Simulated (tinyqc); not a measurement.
Hexagonal on-chip spiral inductor, lumped pi model: effect of the metal thickness.

Outer diameter do = di + 2 n wd + 2 (n - 1) sp, mean da = (do + di)/2, fill p = (do - di)/(do + di), length l = 3.464 n da. L = 2.33 mu0 n^2 da/(1 + 3.82 p), mu0 = 4 pi 1e-7 H/m. Rs = rho l/(wd delta (1 - exp(-th/delta))), delta = sqrt(rho/(pi f mu0)). Cs = n wd^2 eps0 eo/hu across the coil. At each end Cox = l wd eps0 eo/(2 ho) leads to the substrate branch Rsi = 2 rs he/(l wd) in parallel with Csi = l wd eps0 11.7/(2 he). With one end grounded Y = 1/(Rs + i w L) + i w Cs + 1/[1/(i w Cox) + 1/(1/Rsi + i w Csi)], w = 2 pi f; Q = -Im Y/Re Y. Eddy currents in neighbouring turns and in the substrate are left out.

Peak Q and its frequency from a search over f; self-resonance where Im Y = 0; Q at the given f (negative beyond resonance).

Values chosen for this exercise; values of the order met in silicon radio-frequency processes:
- n = 1.5 (number of turns)
- wd = 6 um (line width)
- sp = 1.5 um (space between turns)
- di = 40 um (inner diameter)
- rho = 3 uohm cm (metal resistivity)
- ho = 9.1 um (oxide below the coil)
- hu = 0.6 um (oxide between coil and underpass)
- eo = 3 (relative permittivity of the oxide)
- rs = 1000 ohm cm (substrate resistivity)
- he = 80 um (effective spreading depth in the substrate)
- f = 4.2 GHz (frequency)

Constants: eps0 = 8.8541878128e-12 F/m. Results are converted to the units shown.

The same in every row: L (nH) = 0.1874; do (um) = 59.50.

Results:
```
th (um)	peak Q	f of the peak (GHz)	self-resonance (GHz)	Q at f
0.5	16.22	104.8	209.2	1.597
0.9	18.61	98.12	209.2	2.510
2	19.39	93.63	209.2	3.982
3	19.41	93.41	209.2	4.592
4	19.41	93.40	209.2	4.882
6	19.41	93.40	209.2	5.086
9	19.41	93.40	209.2	5.139
```

Estimate the missing row, th = 1.5 um.

Computed row:
```
th (um)	peak Q	f of the peak (GHz)	self-resonance (GHz)	Q at f
1.5	19.31	94.39	209.2	3.458
```

With this row back in the table: As th goes from 0.5 to 9, L stays at 0.187 nH, the peak Q rises from 16.2 to 19.4, its frequency falls from 105 to 93.4 GHz and the self-resonance stays near 209 GHz. Once th exceeds a few skin depths Rs no longer falls.

Program tinyqc, `OMP_NUM_THREADS=1 python tinyqc.py 2302227 2302228 out.jsonl`; Intel Xeon 2.30GHz, shared host, one thread, about 0.01 s.
